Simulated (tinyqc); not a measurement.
Bond angle at oxygen: bond unit of a tetrahedral oxide and its oxygen vacancy in tight binding.

Two sp3 hybrids h1, h2 at eh = (es + 3 ep)/4 point at one oxygen with orbitals s, px, py, pz; x joins the two cations, z bisects the angle phi, and th = (180 - phi)/2. With u = hbar^2/(m d^2) = 2c/d^2, c = hbar^2/2m0: Vhs = -(1.32 + sqrt3 x 1.42) u/2 and Vhp = (1.42 + sqrt3 x 2.22) u/2. <h|s> = Vhs for both; <h1|px> = Vhp cos(th), <h2|px> = -Vhp cos(th); <h|pz> = Vhp sin(th) for both; py is a lone pair. The unit holds 8 electrons. Coupling between units, which widens the levels into bands, is left out.

Constants: hbar^2/2m0 = 3.80998211 eV angstrom^2.

Values chosen for the exercise (near tabulated values for SiO2; the results hold for these values, not for the real material):
- es = -14.79 eV (s level of the cation)
- ep = -7.67 eV (p level of the cation)
- eos = -33.41 eV (s level of oxygen)
- eop = -16.82 eV (p level of oxygen)
- d = 1.6 angstrom (cation-oxygen distance)

phi is varied at fixed d. Levels above eop; cation-cation distance 2 d cos(th); band energy is twice the sum of the four filled levels, relative to phi = 180; excess on O is the number of electrons on oxygen less 6.

Against phi:

| phi (deg) | distance (angstrom) | level 2 | level 3 | level 5 | level 6 | excess on O | band energy (eV) |
|---|---|---|---|---|---|---|---|
| 110 | 2.621 | -6.112 | -2.750 | 12.709 | 13.482 | 0.887 | -2.114 |
| 130 | 2.900 | -7.013 | -1.654 | 11.524 | 14.383 | 0.951 | -1.547 |
| 140 | 3.007 | -7.361 | -1.140 | 10.975 | 14.731 | 0.997 | -1.144 |
| 150 | 3.091 | -7.636 | -0.684 | 10.491 | 15.006 | 1.048 | -0.725 |
| 160 | 3.151 | -7.834 | -0.320 | 10.107 | 15.204 | 1.098 | -0.353 |
| 170 | 3.188 | -7.953 | -0.083 | 9.857 | 15.323 | 1.135 | -0.094 |
| 180 | 3.200 | -7.993 | 0.000 | 9.771 | 15.363 | 1.149 | 0.000 |

Give the missing row, phi (deg) = 120.

Computed row:
```
phi (deg)  distance (angstrom)  level 2  level 3  level 5  level 6  excess on O  band energy (eV)
120                      2.771   -6.595   -2.198   12.110   13.965        0.913            -1.883
```

Bending moves coupling from px to pz: level 2 rises from -7.99 to -6.11 eV and level 3 falls from 0.00 to -2.75 eV between 180 and 110 degrees. The lowest empty level is lowest at 180 degrees (9.77 eV) and highest at 110 (12.71 eV), so a spread of angles in a glass smears the conduction edge. The band energy is lowest at 110 degrees of those listed (-2.11 eV); the repulsion of the cations, not included, opposes bending.

Program tinyqc; command `OMP_NUM_THREADS=1 python tinyqc.py 1480506 1480507 out.jsonl`; about 0.01 s on one thread of a shared Intel(R) Xeon(R) Processor @ 2.30GHz.
